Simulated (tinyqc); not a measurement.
From rigid to soft shells: rigid-ion and shell models of the dielectric response of an ionic crystal. Computed by tinyqc, a small Python program. Command: `OMP_NUM_THREADS=1 python tinyqc.py 3003153 3003154 out.jsonl shell walk`. One thread of a shared host (Intel(R) Xeon(R) Processor @ 2.30GHz), about 0.01 s of CPU time with the checks.

Charges +Z and -Z; 6 nearest neighbours, Madelung constant M = 1.747565, volume per ion pair Omega = 2.000000 d^3. Energy per pair U = -M Z^2 e2/d + 6 A exp(-d/rho), e2 = e^2/(4 pi eps_0). In the shell model the anion is a core of charge Y - Z and a massless shell of charge -Y, joined by the spring k; the repulsion acts on the shell. Each ion feels the Lorentz field E + (4 pi/3) P (Gaussian units).

Inputs (values chosen for the exercise, for a model crystal): nearest-neighbour distance d = 2.62 angstrom; ionic charge Z = 1 e; hardness d/rho = 8.53; cation mass = 65.8 u; anion mass = 16 u; shell charge size Y = 2.22 e; core-shell spring k = 46.5 eV/angstrom^2; cation polarisability alpha_+ = 0.9 angstrom^3.

Structure: rock salt.

Constants: e^2/(4 pi eps_0) = 14.39964548 eV angstrom; 1 eV/angstrom^3 = 160.2176634 GPa; nu for 1 eV/(angstrom^2 u) = 15.6333042 THz; 1 THz = 33.35640952 1/cm.

Method:
- Zero pressure fixes 6 A exp(-d/rho) = M Z^2 e2 rho/d^2. Then U = -(M Z^2 e2/d)(1 - rho/d), B = M Z^2 e2 (d/rho - 2)/(9 Omega d), and the spring of one sublattice against the other is R = (1/3) x (Laplacian of the repulsion summed over neighbours) = M Z^2 e2 (d/rho - 2)/(3 d^3), so R = 3 B Omega/d^2.
- With C = 4 pi Z^2 e2/(3 Omega): mu lambda_TO = R - C, mu lambda_LO = R + 2 C; eps_inf = 1 and eps_s = lambda_LO/lambda_TO.
- lambda in eV/(angstrom^2 u) gives the wavenumber 15.6333042 x 33.35640952 x sqrt(lambda); mu is the reduced mass.
- Eliminating the shell gives the anion polarisability alpha_- = Y^2 e2/(k + R), the Szigeti charge Z_S = Z - Y R/(k + R) and the softened spring R' = k R/(k + R). With b = 4 pi (alpha_+ + alpha_-)/(3 Omega): eps_inf = (1 + 2b)/(1 - b) (Clausius-Mossotti); Born charge Z* = Z_S (eps_inf + 2)/3.
- mu lambda_TO = R' - (4 pi e2/(3 Omega)) Z_S^2/(1 - b); mu lambda_LO = mu lambda_TO + 4 pi e2 Z*^2/(eps_inf Omega); eps_s = eps_inf lambda_LO/lambda_TO.

repulsive spring R = 3.04560 eV/angstrom^2

volume Omega = 35.9695 angstrom^3

omega_LO, rigid ions = 367.708 1/cm

Response against the core-shell spring:
```
k (eV/angstrom^2)  eps_inf      Z_S      Z*  omega_TO (1/cm)  omega_LO (1/cm)   eps_s
37                  2.3553  0.83116  1.2067           154.66           299.38  8.8249
46                  2.1283  0.86214  1.1864           155.28           307.26  8.3328
60                  1.9262  0.89276  1.1684           155.83           315.62  7.9011
84                  1.7488  0.92233  1.1525           156.31           324.30  7.5274
120                 1.6231  0.94505  1.1413           156.65           331.43  7.2651
190                 1.5196  0.96498  1.1321           156.93           338.05  7.0509
370                 1.4363  0.98188  1.1247           157.16           343.95  6.8797
1400                1.3734  0.99518  1.1191           157.33           348.81  6.7511
```

From the stiffest to the softest shell eps_inf rises from 1.37 to 2.36 and Z_S falls from 1.00 to 0.83; omega_LO moves by -14 % and omega_TO by -1.7 %. Screening by eps_inf cuts the LO frequency, which rigid ions overstate (rigid ions: 368 per cm); eps_s goes from 6.75 to 8.82.
